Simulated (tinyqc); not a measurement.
Interdiffusion in a binary couple: Darken equations, Kirkendall shift and Boltzmann-Matano analysis. Changing the tracer diffusivity D*_B(0). Computed by tinyqc, a small Python program. Command: `OMP_NUM_THREADS=1 python tinyqc.py 3025116 3025117 out.jsonl darken sweep`. One thread of a shared host (Intel(R) Xeon(R) Processor @ 2.30GHz), about 0.1 s of CPU time with the checks.

x is the mole fraction of B; the molar volume is constant, and the two halves are long enough to count as infinite.

Inputs (values chosen for the exercise, for a model alloy A-B):

| quantity | value | unit |
|---|---|---|
| tracer diffusivity D*_A(0) | 9.8e-15 | m^2/s |
| slope k of ln D* with x | 1.7 | - |
| regular-solution parameter W | -0.15 | eV |
| temperature T | 1320 | K |
| left composition x_L | 0.13 | - |
| right composition x_R | 0.64 | - |
| time t | 34000 | s |
| composition x for the local step | 0.21 | - |

Vacancy-wind correction: Manning, fcc.

Constants: k_B = 8.617333262e-05 eV/K.

Method:
- D*_i(x) = D*_i(0) exp(k x); thermodynamic factor Phi = 1 - 2 W x (1 - x)/(k_B T); with f0 = 0.7815, M0 = 2 f0/(1 - f0), den = M0 ((1 - x) D*_A + x D*_B): D_A = D*_A Phi [1 + 2 (1 - x)(D*_A - D*_B)/den], D_B = D*_B Phi [1 - 2 x (D*_A - D*_B)/den]; interdiffusion D~ = x D_A + (1 - x) D_B.
- With lambda = z/sqrt(t), the profile solves d/dlambda (D~ dx/dlambda) + (lambda/2) dx/dlambda = 0 with x = x_L and x_R far to the left and right; z = 0 is the original interface. It is solved as a boundary-value problem in y = lambda/sqrt(D~ at the mean composition) on -12 < y < 12 (collocation, tolerance 1e-8).
- Lattice planes move with v = (D_B - D_A) dx/dz; markers from the original interface stay at one composition, where z_K = 2 t v.

One run for each value:

| tracer diffusivity D*_B(0) (m^2/s) | marker position z_K (um) | composition at the markers | interdiffusion coefficient D~ at the local x (m^2/s) |
|---|---|---|---|
| 1.20e-15 | -14.534 | 0.34080 | 7.0568e-15 |
| 2.10e-15 | -12.439 | 0.35301 | 8.3262e-15 |
| 3.50e-15 | -9.568 | 0.36839 | 1.0354e-14 |
| 5.80e-15 | -5.559 | 0.38734 | 1.3811e-14 |
| 9.80e-15 | 0.000 | 0.40869 | 2.0132e-14 |
| 1.60e-14 | 6.387 | 0.42643 | 3.0524e-14 |
| 2.80e-14 | 14.864 | 0.44072 | 5.1986e-14 |
| 4.70e-14 | 23.919 | 0.44838 | 8.7991e-14 |
| 7.80e-14 | 34.331 | 0.45239 | 1.4919e-13 |

Over the rows, marker position z_K (um) rises from -14.5 to 34.3; composition at the markers rises from 0.341 to 0.452 (exponent d ln y / d ln x 0.063 between the first rows and 0.018 between the last); interdiffusion coefficient D~ at the local x (m^2/s) rises from 7.06e-15 to 1.49e-13 (exponent d ln y / d ln x 0.30 between the first rows and 1.0 between the last). The shift vanishes where D*_B = D*_A = 9.8e-15 m^2/s and changes sign there.
